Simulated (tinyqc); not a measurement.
# Ideality, saturation current and resistance from three points

Inverse problem. Well above the saturation current a diode obeys V = n Vt ln(I/I0) + I Rs. Find n, Rs and I0.

Inputs (values chosen for the exercise):
- T = 300 K (temperature)

Constants: q = 1.602176634e-19 C, kB = 1.380649e-23 J/K, Vt = kB T/q. Results are converted to the units shown.

currents (A): [1e-5, 0.0001, 0.009]
voltages (V): [0.33457776, 0.39628472, 0.61284038]

Answer. V is linear in the three unknowns n Vt, Rs and -n Vt ln I0, so three points give a linear system.

n = 1.020
Rs = 11.00 ohm
I0 = 3.100e-11 A

Computed by the program tinyqc: `OMP_NUM_THREADS=1 python tinyqc.py 2260109 2260110 out.jsonl`, one thread of a shared Intel Xeon 2.30GHz, about 0.01 s for the whole run.
